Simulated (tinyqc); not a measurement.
# MOSFET in saturation, small-signal circuit and noise: what changes with what

Bias by the inversion coefficient IC = I/Ispec (charge-based model with velocity saturation; weak inversion below 0.1, strong above 10). Common-source circuit: gm, gds, Cgs, Cgd and Cj at the inner nodes, Rg in series with the gate; quasi-static, no source or drain resistance, no gate-body capacitance, no substrate network, no induced gate noise, so fmax is an upper estimate.

Parameters, values chosen for the exercise: temperature T = 325 K; gate length L = 180 nm; total gate width W = 5 um; gate capacitance Cox = 1.5 uF/cm^2; mobility mu = 320 cm^2/(V s); slope factor n = 1.35; velocity-saturation length Ls = 10 nm; ratio gds/gm sg = 0.017; overlap and fringe capacitance per side Cov = 0.41 fF/um; drain junction capacitance Cj = 0.59 fF/um; sheet resistance of the gate Rsh = 10 ohm; finger width Wf = 4 um; gate contact and vertical resistance Rc = 50 ohm um; inversion coefficient IC = 0.063; short-channel excess of the noise factor gw = 0.05; oxide trap density Nt = 5.3e16 cm^-3 eV^-1; tunnelling length into the oxide lt = 0.1 nm; Coulomb scattering coefficient ac = 3000 V s/C.

Constants: q = 1.602176634e-19 C, kB = 1.380649e-23 J/K, Vt = kB T/q. Results are converted to the units shown.

Each table varies one quantity; the others keep the values above.

## From weak to strong inversion

Ispec = 2 n mu Cox (W/L) Vt^2, lc = Ls/L, gms = [sqrt((lc IC + 1)^2 + 4 IC) - 1]/[2 + lc (lc IC + 1)], gm = gms Ispec/(n Vt), gds = sg gm. qs = [sqrt(1 + 4 IC) - 1]/2, Cgs = Cox W L qs (2 qs + 3)/(3 (qs + 1)^2) + Cov W, Cgd = Cov W, Cd = Cj W, Rg = Rsh (Wf/L)/(12 Nf) + Rc/W with Nf = W/Wf fingers (not rounded) contacted at both ends. fT = gm/(2 pi (Cgs + Cgd)), fmax = fT/(2 sqrt(Rg (gds + 2 pi fT Cgd))). The last column is the figure of merit (gm/I) fT.

Results:

| IC | I (uA) | gm/I (1/V) | fT (GHz) | fmax (GHz) | (gm/I) fT (THz/V) |
|---|---|---|---|---|---|
| 0.01 | 0.2824 | 26.18 | 0.2780 | 14.49 | 0.007280 |
| 0.03 | 0.8471 | 25.68 | 0.7730 | 24.14 | 0.01985 |
| 0.1 | 2.824 | 24.18 | 2.089 | 39.58 | 0.05050 |
| 0.3 | 8.471 | 21.20 | 4.359 | 56.87 | 0.09242 |
| 1 | 28.24 | 16.21 | 8.469 | 78.63 | 0.1373 |
| 3 | 84.71 | 11.34 | 14.84 | 103.4 | 0.1683 |
| 30 | 847.1 | 4.217 | 46.50 | 181.7 | 0.1961 |
| 100 | 2824 | 2.243 | 79.79 | 237.7 | 0.1790 |

Estimate the missing row, IC = 10.

Computed row:

| IC | I (uA) | gm/I (1/V) | fT (GHz) | fmax (GHz) | (gm/I) fT (THz/V) |
|---|---|---|---|---|---|
| 10 | 282.4 | 6.989 | 27.18 | 139.3 | 0.1899 |

With this row back in the table: The efficiency gm/I falls from 26.2 to 2.24 1/V while fT rises from 0.278 to 79.8 GHz; fT goes as IC^(0.93) at the start and IC^(0.45) at the end (1/2 for a long channel, 0 at full velocity saturation, which sets in near IC = 1/lc^2 = 324). Their product goes from 0.00728 through a maximum of 0.196 (at IC = 30 among the rows listed) to 0.179 THz/V. For IC = 0.01 to 10 fmax exceeds 4 fT, where channel resistance and substrate losses, left out here, would cap it.

## Effect of the inversion coefficient on speed and noise

Channel noise Sid = 4 kB T gam n gm with gam = (1/2 + (2/3) qs)/(1 + qs) + gw lc IC, qs = [sqrt(1 + 4 IC) - 1]/2, lc = Ls/L (the last term an empirical rise with velocity saturation); at the gate, white noise Sw = Sid/gm^2 + 4 kB T Rg. Number fluctuation with correlated mobility: S(f) = K/f, K = q^2 Vt lt Nt/(W L Cox^2) (1 + ac mu Cox I/gm)^2, Vt in eV with Nt per eV. Corner fc = K/Sw. IC is held fixed.

The same in every row: Rg (ohm) = 24.81.

Results:

| IC | I (uA) | fT (GHz) | fmax (GHz) | sqrt(Sw) (nV/Hz^0.5) | fc (MHz) |
|---|---|---|---|---|---|
| 0.03 | 0.8471 | 0.7730 | 24.14 | 23.72 | 0.03729 |
| 0.3 | 8.471 | 4.359 | 56.87 | 8.508 | 0.2964 |
| 1 | 28.24 | 8.469 | 78.63 | 5.517 | 0.7329 |
| 3 | 84.71 | 14.84 | 103.4 | 3.956 | 1.527 |
| 10 | 282.4 | 27.18 | 139.3 | 2.902 | 3.251 |
| 30 | 847.1 | 46.50 | 181.7 | 2.312 | 6.336 |

Estimate the missing row, IC = 0.1.

Computed row:

| IC | I (uA) | fT (GHz) | fmax (GHz) | sqrt(Sw) (nV/Hz^0.5) | fc (MHz) |
|---|---|---|---|---|---|
| 0.1 | 2.824 | 2.089 | 39.58 | 13.53 | 0.1154 |

With this row back in the table: As IC goes from 0.03 to 30, fT rises from 0.773 to 46.5 GHz, fmax rises from 24.1 to 182 GHz, the white noise falls from 23.7 to 2.31 nV/Hz^0.5 and the corner rises from 0.0373 to 6.34 MHz. For IC = 0.03 to 10 fmax exceeds 4 fT, where channel resistance and substrate losses, left out here, would cap it.

## Effect of the total gate width on speed and noise

Same model as above.

Corner fc = K/Sw. IC is held fixed.

The same in every row: fT (GHz) = 1.457; fmax (GHz) = 33.10; fc (MHz) = 0.07549.

Results:

| W (um) | I (uA) | Rg (ohm) | sqrt(Sw) (nV/Hz^0.5) |
|---|---|---|---|
| 2 | 0.7116 | 62.04 | 26.40 |
| 4.3 | 1.530 | 28.85 | 18.01 |
| 20 | 7.116 | 6.204 | 8.350 |
| 43 | 15.30 | 2.885 | 5.694 |
| 93 | 33.09 | 1.334 | 3.872 |
| 200 | 71.16 | 0.6204 | 2.640 |

Estimate the missing row, W = 9.3 um.

Computed row:

| W (um) | I (uA) | Rg (ohm) | sqrt(Sw) (nV/Hz^0.5) |
|---|---|---|---|
| 9.3 | 3.309 | 13.34 | 12.24 |

With this row back in the table: As W goes from 2 to 200 um, fT stays at 1.46 GHz, fmax stays at 33.1 GHz, the white noise falls from 26.4 to 2.64 nV/Hz^0.5 and the corner stays at 0.0755 MHz. Current, gm and capacitances scale with W and Rg with 1/W, so the frequencies stay while both noise powers fall as 1/W. In every row fmax exceeds 4 fT, where channel resistance and substrate losses, left out here, would cap it.

tinyqc, about 0.01 s, one thread, Intel Xeon 2.30GHz (shared host): `OMP_NUM_THREADS=1 python tinyqc.py 2150139 2150140 out.jsonl`
